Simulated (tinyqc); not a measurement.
# Sharing a fixed EOT between the layers

Without charge in the stack, a voltage of 1.2 V over an EOT of 4.5 nm gives F1 = (V/EOT)(3.9/e1) and F2 = F1 e1/e2; t2 = e2 (EOT/3.9 - t1/e1).

Values chosen for this exercise:
- e1 = 3.82 (relative permittivity of layer 1)
- e2 = 8.87 (relative permittivity of layer 2)

Result of one run:
```
t1 (nm)  t2 (nm)  physical thickness (nm)  drop over layer 1 (V)  drop over layer 2 (V)
0          10.23                    10.23                      0                  1.200
```

What becomes of these results when the thickness of layer 1, next to the semiconductor t1 is changed from 0 to 1.61 nm, all else the same?

Result of the changed run:
```
t1 (nm)  t2 (nm)  physical thickness (nm)  drop over layer 1 (V)  drop over layer 2 (V)
1.61       6.496                    8.106                 0.4383                 0.7617
```

The whole series:
```
t1 (nm)  t2 (nm)  physical thickness (nm)  drop over layer 1 (V)  drop over layer 2 (V)
0          10.23                    10.23                      0                  1.200
0.54       8.981                    9.521                 0.1470                  1.053
1.07       7.750                    8.820                 0.2913                 0.9087
1.61       6.496                    8.106                 0.4383                 0.7617
2.14       5.266                    7.406                 0.5826                 0.6174
2.68       4.012                    6.692                 0.7296                 0.4704
3.21       2.781                    5.991                 0.8739                 0.3261
3.75       1.527                    5.277                  1.021                 0.1791
```

Each 0.1 nm of layer 1 costs 0.232 nm of layer 2, so the physical thickness falls from 10.2 to 5.28 nm. The fields do not change, 2.72 MV/cm in layer 1 and 1.17 MV/cm in layer 2, and layer 1 takes half of the voltage at t1 = 2.20 nm.

Computed by the program tinyqc: `OMP_NUM_THREADS=1 python tinyqc.py 2010148 2010149 out.jsonl`, one thread of a shared Intel Xeon 2.30GHz, about 0.01 s for the whole run.
